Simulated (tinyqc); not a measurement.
Worked calculation: Gamma, L and X subbands of a thin body with non-parabolic valleys. Values are carried at full precision from step to step, so a last printed digit may differ when a step is redone from the rounded ones.

Hard walls, flat band, c = hbar^2/2m0, energies from the bulk Gamma edge. For a valley at angle theta to the normal 1/m_z = cos^2/ml + sin^2/mt and m_d = sqrt(ml mt^2/m_z). Subband n starts at E_v + e with e (1 + a e) = c (n pi/t)^2/m_z, and its density-of-states mass is taken as m_d (1 + 2 a e), without further growth at higher in-plane energy. Groups are named by valley and degeneracy.

Constants: hbar^2/2m0 = 3.80998211 eV angstrom^2; kB = 8.617333262e-05 eV/K.

Values chosen for the exercise (near those of a thin InAs channel; shifted at random, so the results belong to these values and not to a real crystal): face = 100 (surface); mG = 0.0263 m0 (Gamma mass); aG = 2.24 1/eV (Gamma non-parabolicity); EL = 0.721 eV (L edge above Gamma); mL = (0.619, 0.052) m0 (L valleys (four, along <111>): ml, mt); EX = 1.014 eV (X edge above Gamma); mX = (1.127, 0.161) m0 (X valleys (three, along <100>): ml, mt); aS = 0.62 1/eV (non-parabolicity of L and X); t = 64 angstrom (body thickness); Ns = 4 x 1e12/cm^2 (sheet density); T = 300 K (temperature); eot = 14 angstrom (equivalent oxide thickness).

## Valley groups

List degeneracy, edge, m_z, m_d and a.

Groups:
```
group  g  E_v (eV)     m_z     m_d  a (1/eV)
G1     1     0.000  0.0263  0.0263      2.24
L4     4     0.721  0.0749  0.1495      0.62
X1     1     1.014  1.1270  0.1610      0.62
X2     2     1.014  0.1610  0.4260      0.62
```

## Subband edges

n = 1 to 8 for each group; list the ten lowest.

Subbands:
```
subband  g  E (eV)  DOS mass
G1 n=1   1  0.2303    0.0534
G1 n=2   1  0.5972    0.0967
L4 n=1   4  0.8355    0.1708
G1 n=3   1  0.9819    0.1420
X1 n=1   1  1.0221    0.1626
X1 n=2   1  1.0460    0.1674
X2 n=1   2  1.0691    0.4551
X1 n=3   1  1.0843    0.1750
L4 n=2   4  1.1152    0.2226
X1 n=4   1  1.1352    0.1852
```

The lowest subband is G1 n=1, 367 meV below G1 n=2; in the bulk the lowest valley is Gamma.

## Filling and quantum capacitance

n_i = g m/(2 pi c) kB T ln(1 + exp((EF - E_i)/kB T)), sum n_i = Ns (1e12/cm^2 = 1e-4/angstrom^2), c = hbar^2/2m0. Quantum capacitance Cq = 1602.176634 sum g m/(2 pi c) f_i in microfarad/cm^2 with f_i = 1/(1 + exp((E_i - EF)/kB T)); Cox = 34.5313/eot (one gate); C/Cox = Cq/(Cq + Cox), the centroid term left out.

Over the ten listed subbands, named by valley (G, L, X), degeneracy and number.

EF = 0.4094 eV

n_i in the order of the list (1e12/cm^2): 3.999  0.001  0.000  0.000  0.000  0.000  0.000  0.000  0.000  0.000

Cq = 3.58 microfarad/cm^2
Cox = 2.467 microfarad/cm^2
C/Cox = 0.592

EF lies 179 meV above the lowest edge; Gamma holds 100 % of the electrons. The low density of states costs 41 % of the gate capacitance.

## Checks

- Cq against the slope dNs/dEF by finite differences, microfarad/cm^2: both 3.58.

(tinyqc, `OMP_NUM_THREADS=1 python tinyqc.py 1280949 1280950 out.jsonl`, Intel(R) Xeon(R) Processor @ 2.30GHz, 1 thread, shared host, about 0.02 s.)
